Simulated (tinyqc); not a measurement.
## A chain with a side-coupled site and dephasing by Buettiker voltage probes: coherent and dephased transmission against energy

Sites 1 to 2 form a chain with hopping -t, and site 3 hangs on site 1 by -ts. Lead L joins site 1 and lead R site 2, both semi-infinite chains with hopping -t and site energy 0. Every site carries a probe with self-energy -i Gamma_p/2 that draws no net current. Linear response at zero temperature: mu_L = 1, mu_R = 0 in units of the bias.

Sigma = t^2 g(E), g(x) = (x - i sqrt(4 t^2 - x^2))/(2 t^2) for |x| < 2 t and (x - sign(x) sqrt(x^2 - 4 t^2))/(2 t^2) otherwise; Gamma = -2 Im Sigma; G = (E - H - Sigma_L - Sigma_R + i Gamma_p/2)^(-1). With Gamma the broadening by one lead, T_RL = Gamma^2 |G_(2,1)|^2, T_pL = Gamma Gamma_p |G_(p,1)|^2, T_pR = Gamma Gamma_p |G_(p,2)|^2, T_pq = Gamma_p^2 |G_(p,q)|^2 for p != q. No current into probe p: W mu = T_pL with W_pp = T_pL + T_pR + sum_q T_pq and W_pq = -T_pq. Then T_eff = T_RL + sum_p T_pR mu_p, and the resistance is (h/2q^2)/T_eff. Without probes means Gamma_p = 0.

Inputs (values chosen for the exercise): hopping (matrix element -t) t = 2.2 eV; site energies 1 to N U = [0, 0, -0.69] eV; probe broadening Gamma_p gp = 0.68 eV; hopping from site 1 to the side site 3 ts = 1.05 eV.

Coherent and dephased transmission against energy:
```
E (eV)	T without probes	T_eff
-3.96	0.97002	0.72679
-3.3	0.97937	0.79654
-2.64	0.97485	0.81305
-1.98	0.95483	0.79803
-1.32	0.85191	0.70536
-0.66	0.013819	0.51532
0	0.88349	0.72313
0.66	0.96596	0.81336
1.32	0.98321	0.83685
1.98	0.98908	0.83996
2.64	0.99123	0.83118
3.3	0.99107	0.80680
3.96	0.98495	0.73529
```

Without probes T lies between 0.0138 and 0.991 in these rows, with them between 0.515 and 0.840. The probes lower it in 12 rows and raise it in 1; the largest relative gain is at E = -0.66 eV, where the coherent value is 0.0138.

Numbers from tinyqc (`OMP_NUM_THREADS=1 python tinyqc.py 2700031 2700032 out.jsonl`; about 0.01 s on one thread of a shared Intel Xeon 2.30GHz).
